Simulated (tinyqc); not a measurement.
Defect equilibria of an oxide against oxygen pressure (mass action). Changing the temperature T. Computed by tinyqc, a small Python program. Command: `OMP_NUM_THREADS=1 python tinyqc.py 3018326 3018327 out.jsonl brouwer sweep`. One thread of a shared host (Intel(R) Xeon(R) Processor @ 2.30GHz), about 0.01 s of CPU time with the checks.

Defects: oxygen vacancies V (charge +2), electrons n, holes p, the ionic partner X = V_M'''' (charge -4). Activities are taken equal to concentrations.

Inputs (values chosen for the exercise, for a model oxide):

| quantity | value | unit |
|---|---|---|
| reduction enthalpy H_r | 3.93 | eV |
| prefactor K_r0 | 1.5e+70 | cm^-9 atm^(1/2) |
| gap E_g | 3.72 | eV |
| prefactor N_c N_v | 2e+41 | cm^-6 |
| disorder enthalpy H_s | 4.05 | eV |
| prefactor K_s0 | 8.4e+68 | cm^-9 |
| oxygen pressure P | 9e-14 | atm |
| electron mobility mu_n | 0.019 | cm^2/(V s) |
| hole mobility mu_p | 0.031 | cm^2/(V s) |
| vacancy diffusion prefactor D_0 | 0.078 | cm^2/s |
| vacancy migration energy E_m | 0.83 | eV |

Ionic disorder: Schottky, oxide MO2. Dopant (singly charged, fully ionised): none.

Constants: k_B = 8.617333262e-05 eV/K; e = 1.602176634e-19 C.

Method:
- K_r = K_r0 exp(-H_r/k_B T) = [V] n^2 P^(1/2); K_i = N_c N_v exp(-E_g/k_B T) = n p; K_s = K_s0 exp(-H_s/k_B T) = [X] [V]^2.
- Neutrality: 2 [V] + p = n + 4 [X]. With n as the unknown, [V] = K_r/(n^2 P^(1/2)), p = K_i/n, [X] = K_s/[V]^2; the log ratio is ln(positive/negative).
- The root is found by 60 bisections in ln n between n = 1e-10 and 1e25 cm^-3.
- sigma_n = e n mu_n, sigma_p = e p mu_p, sigma_ion = 2 e [V] mu_V with mu_V = 2 e D/(k_B T) and D = D_0 exp(-E_m/k_B T); only the oxygen vacancies carry ionic current, and the ionic transport number is sigma_ion over the total.

One run for each value:

| temperature T (K) | n (cm^-3) | [V] (cm^-3) | p (cm^-3) | total conductivity (S/cm) | ionic transport number |
|---|---|---|---|---|---|
| 700 | 1.7182e+16 | 8.5912e+15 | 1.9192e-02 | 5.2313e-05 | 1.4391e-04 |
| 800 | 2.5944e+17 | 1.2972e+17 | 2.8316e+00 | 7.9031e-04 | 7.0280e-04 |
| 900 | 2.1428e+18 | 1.0714e+18 | 1.3771e+02 | 6.5386e-03 | 2.3764e-03 |
| 1000 | 1.1603e+19 | 5.8013e+18 | 3.0796e+03 | 3.5541e-02 | 6.2126e-03 |
| 1100 | 4.6211e+19 | 2.3106e+19 | 3.9144e+04 | 1.4259e-01 | 1.3458e-02 |
| 1200 | 1.4619e+20 | 7.3094e+19 | 3.2569e+05 | 4.5656e-01 | 2.5284e-02 |
| 1300 | 3.8737e+20 | 1.9368e+20 | 1.9561e+06 | 1.2315e+00 | 4.2509e-02 |
| 1400 | 8.9305e+20 | 4.4652e+20 | 9.0938e+06 | 2.9088e+00 | 6.5407e-02 |
| 1500 | 1.8419e+21 | 9.2094e+20 | 3.4444e+07 | 6.1863e+00 | 9.3653e-02 |

What does the table show, and why?

Over the rows, n (cm^-3) rises from 1.72e16 to 1.84e21 (exponent d ln y / d ln x 20 between the first rows and 10 between the last); [V] (cm^-3) rises from 8.59e15 to 9.21e20 (exponent d ln y / d ln x 20 between the first rows and 10 between the last); p (cm^-3) rises from 0.0192 to 3.44e7 (exponent d ln y / d ln x 37 between the first rows and 19 between the last). A line through ln n against 1/(k_B T) gives 1.310 eV, close to H_r/3 = 1.310 eV, as n = 2 [V] implies.

Caution (rows 1200, 1300, 1400, 1500): the carrier density is near sqrt(N_c N_v), where the carriers are degenerate and n p = K_i fails. Caution (rows 1300, 1400, 1500): one of n, p, [V] and [X] is above 2e20 cm^-3, near 1 % of the sites of a usual oxide, where defects associate and the ideal mass-action laws fail.
